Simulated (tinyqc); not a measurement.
# Planar ballistic transistor, top-of-the-barrier model: effect of the effective mass

At the top of the source barrier, states moving towards the drain are filled by the source (Fermi level 0) and states moving back by the drain (Fermi level -q Vd); nothing scatters. U is the shift of the band edge there, set by the capacitances CG, CD and CS (the total) and by the charge. Parabolic two-dimensional band; the source is grounded.

N0 = gv m kB T/(pi hbar^2), CG = eps0 eox/tox, vT = sqrt(2 kB T/(pi m)), CS = CG/aG, n0 = n at U = 0 and Vd = 0. eta1 = -(E0 + U)/Vt, eta2 = eta1 - Vd/Vt, n = (N0/2)[F_0(eta1) + F_0(eta2)], F_0(x) = ln(1 + exp x). U = UL + q (n - n0)/CS with UL = -(aG Vg + aD Vd), energies in eV. I = q (N0/2) vT [F_(1/2)(eta1) - F_(1/2)(eta2)] per width, F_(1/2)(x) = (2/sqrt(pi)) int_0^infinity u^(1/2)/(1 + exp(u - x)) du. CQ = (q/Vt) dn/d(eta1). E0 is held fixed.

Values chosen for this exercise; mass and valleys close to those of gallium nitride:
- T = 300 K (temperature)
- gv = 1 (valley degeneracy)
- eox = 3.9 (relative permittivity of the gate insulator)
- tox = 3.7 nm (insulator thickness)
- aG = 0.83 (gate control CG/CS)
- aD = 0.044 (drain control CD/CS)
- E0 = 0.15 eV (band edge at the barrier top above the source Fermi level at zero bias)
- Vg = 0.4 V (gate voltage)
- Vd = 0.4 V (drain voltage)

Constants: q = 1.602176634e-19 C, kB = 1.380649e-23 J/K, hbar = 1.054571817e-34 J s, m0 = 9.1093837015e-31 kg, Vt = kB T/q, eps0 = 8.8541878128e-14 F/cm where lengths are in cm. Results are converted to the units shown.

Effect of the effective mass:
```
m (m0)     eta1  n (cm^-2)  I (uA/um)  mean velocity I/(q n) (cm/s)   CQ/CS
0.02      4.839   5.235e11      556.2                       6.632e7  0.5906
0.032     3.948   6.855e11      532.8                       4.851e7  0.9343
0.05      3.080   8.437e11      482.6                       3.570e7   1.423
0.08      2.215   1.002e12      414.4                       2.583e7   2.147
0.13      1.418   1.148e12      343.1                       1.866e7   3.115
0.2      0.7973   1.263e12      286.5                       1.416e7   4.103
0.32     0.1964   1.376e12      234.7                       1.065e7   5.228
0.5     -0.3190   1.475e12      194.5                       8.229e6   6.264
0.8     -0.8205   1.576e12      160.1                       6.341e6   7.277
```

What does the table show?

As m goes from 0.02 to 0.8 m0, n rises from 5.23e11 to 1.58e12 cm^-2, the mean velocity falls from 6.63e7 to 6.34e6 cm/s and the current falls from 556 to 160 uA/um. CQ/CS goes from 0.59 to 7.3. The loss of velocity outweighs the gain of charge over the whole range.

Numbers from tinyqc (`OMP_NUM_THREADS=1 python tinyqc.py 2400061 2400062 out.jsonl`; about 0.01 s on one thread of a shared Intel Xeon 2.30GHz).
